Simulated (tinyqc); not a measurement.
Inputs raised by 10 %, one at a time: global model of a low-pressure process discharge: electron temperature, density, ion flux and ion energy. Computed by tinyqc, a small Python program. Command: `OMP_NUM_THREADS=1 python tinyqc.py 3114334 3114335 out.jsonl plasma sens`. One thread of a shared host (Intel(R) Xeon(R) Processor @ 2.30GHz), about 0.01 s of CPU time with the checks.

Maxwellian electrons with temperature T_e in eV, one positive ion, no negative ions, uniform bulk density n; rate constants have the Arrhenius form.

Inputs (values chosen for the exercise, of the order of those of an inductive discharge in a simple atomic gas):
```
quantity                          value   unit
ion mass M                           19      u
ionisation prefactor K0         7.4e-14  m^3/s
ionisation energy E_iz             12.4     eV
excitation prefactor X0         1.3e-14  m^3/s
excitation energy E_ex             11.7     eV
elastic rate constant K_el      1.2e-13  m^3/s
ion-neutral cross section       1.2e-18    m^2
pressure p                          2.1     Pa
gas temperature T_g                 500      K
radius R                            9.4     cm
height L                            4.1     cm
absorbed power P                    600      W
bias power P_b                      160      W
radius of the biased electrode        5     cm
bias frequency                       27    MHz
```

Constants: k_B = 1.380649e-23 J/K; e = 1.602176634e-19 C; u = 1.6605390666e-27 kg; m_0 = 9.1093837015e-31 kg; eps_0 = 8.8541878128e-12 F/m.

Method:
- n_g = p/(k_B T_g); lambda_i = 1/(n_g sigma); h_L = 0.86/sqrt(3 + L/(2 lambda_i)), h_R = 0.8/sqrt(4 + R/lambda_i); A_eff = 2 pi R^2 h_L + 2 pi R L h_R; d_eff = pi R^2 L/A_eff.
- Particle balance: K0 exp(-E_iz/T_e) n_g d_eff = u_B, u_B = sqrt(e T_e/M).
- Root found by bracketing.
- E_c = E_iz + (X0 exp(-E_ex/T_e) E_ex + K_el (3 m_0/M) T_e)/K_iz; wall potential V_s = (T_e/2) ln(M/(2 pi m_0)); E_T = E_c + 2 T_e + T_e/2 + V_s; n = P/(e u_B A_eff E_T); ion current density J = e h_L n u_B; ionised share n/n_g.
- All bias power goes to ions: V_b = P_b/(J pi r^2). Debye length at the sheath edge lambda_D = sqrt(eps_0 T_e/(e h_L n)); Child-law sheath s = (sqrt2/3) lambda_D (2 V/T_e)^(3/4), V = V_b + V_s; ion transit time tau_i = 3 s sqrt(M/(2 e V)); collisions in the sheath s/lambda_i.

Runs:
```
input moved                         from        to  T_e (eV)  plasma density n (1/cm^3)  ion current density J (mA/cm^2)  bias voltage V_b (V)
base run                               -         -     2.033                  2.228e+12                            30.46                 66.87
ion mass M (u)                        19      20.9     2.015                  2.348e+12                            30.48                 66.83
ionisation prefactor K0 (m^3/s)  7.4e-14  8.14e-14     1.999                  2.285e+12                            30.97                 65.77
ionisation energy E_iz (eV)         12.4     13.64     2.255                  1.822e+12                            26.23                 77.66
radius R (cm)                        9.4     10.34     2.024                  1.891e+12                            25.80                 78.95
height L (cm)                        4.1      4.51     1.995                  2.290e+12                            29.97                 67.97
absorbed power P (W)                 600       660     2.033                  2.451e+12                            33.51                 60.79
bias power P_b (W)                   160       176     2.033                  2.228e+12                            30.46                 73.56
```

Exponents ln(y'/y) / ln(x'/x):
```
input                       T_e  plasma density n  ion current density J  bias voltage V_b
ion mass M               -0.089             0.551                  0.007            -0.007
ionisation prefactor K0  -0.177             0.262                  0.174            -0.174
ionisation energy E_iz    1.090            -2.114                 -1.569             1.569
radius R                 -0.043            -1.721                 -1.742             1.742
height L                 -0.196             0.289                 -0.171             0.171
absorbed power P          0.000             1.000                  1.000            -1.000
bias power P_b            0.000             0.000                  0.000             1.000
```

To which inputs is each result most sensitive?

Among the inputs moved here: T_e answers most in size to ionisation energy E_iz (exponent +1.090), next to height L (-0.196); its exponent is below 0.0005 for absorbed power P, bias power P_b. Its exponent 0.000 in absorbed power P: T_e follows from the particle balance. Plasma density n answers most in size to ionisation energy E_iz (exponent -2.114), next to radius R (-1.721); its exponent is below 0.0005 for bias power P_b. Its exponent +1.000 in absorbed power P: the power balance is linear in n. ion current density J answers most in size to radius R (exponent -1.742), next to ionisation energy E_iz (-1.569); its exponent is below 0.0005 for bias power P_b. Bias voltage V_b answers most in size to radius R (exponent +1.742), next to ionisation energy E_iz (+1.569). Its exponent -1.000 in absorbed power P: more ions share the bias power.
